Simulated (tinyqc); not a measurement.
Mesh and choice of bands: charge neutrality level from zone-averaged pseudopotential bands.

Empirical pseudopotential on the fcc lattice, atoms at +/- tau, tau = a (1,1,1)/8, no spin-orbit coupling. H(G,G') = c (2 pi/a)^2 |k + G|^2 delta + VS(q) cos(q.tau) + i VA(q) sin(q.tau), q = G - G', c = hbar^2/2m0; k and G in units of 2 pi/a; VS at |q|^2 = 3, 8, 11 and VA at 3, 4, 11, in rydberg, zero elsewhere. At each k the basis holds all G with |k + G|^2 up to 16; energies are counted from the fourth level at Gamma.

Mesh: k = sum_i (n_i + 1/2)/N b_i, n_i = 0 ... N - 1, b = (-1,1,1), (1,-1,1), (1,1,-1); points with the same sorted |kx|, |ky|, |kz| after folding to the shortest k + G are joined, with their count as weight. Neutrality (branch-point) level: E_N = (1/2) mean over k of [E5 + (E3 + E4)/2], E_n the n-th level from below.

Constants: hbar^2/2m0 = 3.80998211 eV angstrom^2; Ry = 13.60569312 eV.

Inputs chosen for the exercise (out of a larger set: classic local form factors of the size used for InP, without spin-orbit coupling; not measured data):
- a = 5.844 angstrom (lattice constant)
- VS = (-0.227, 0.011, 0.059) Ry (symmetric form factors)
- VA = (0.069, 0.051, 0.011) Ry (antisymmetric form factors)

E_N with E5 alone, and with (E5 + E6)/2 in its place.

Results:

| N | joined points | E_N (eV) | E_N, two conduction bands (eV) |
|---|---|---|---|
| 1 | 1 | 0.5403 | 1.3082 |
| 2 | 2 | 0.5639 | 1.2047 |
| 3 | 6 | 0.7733 | 1.1147 |
| 4 | 10 | 0.7461 | 1.1293 |
| 5 | 19 | 0.7540 | 1.1218 |

What can be read from this table?

For scale, the lowest gap of this set is 1.53 eV. Against N = 5 the errors are -214, -190, +19 and -8 meV for N = 1 to 4 (N = 1 is the L point alone). Taking the second conduction band in moves E_N by +0.37 eV, more than the mesh error at N = 2: the definition, not the mesh, limits the estimate. Local form factors place the indirect gaps only to a few tenths of an eV, and E_N moves with them.

(tinyqc, `OMP_NUM_THREADS=1 python tinyqc.py 1881180 1881181 out.jsonl`, Intel(R) Xeon(R) Processor @ 2.30GHz, 1 thread, shared host, about 0.08 s.)
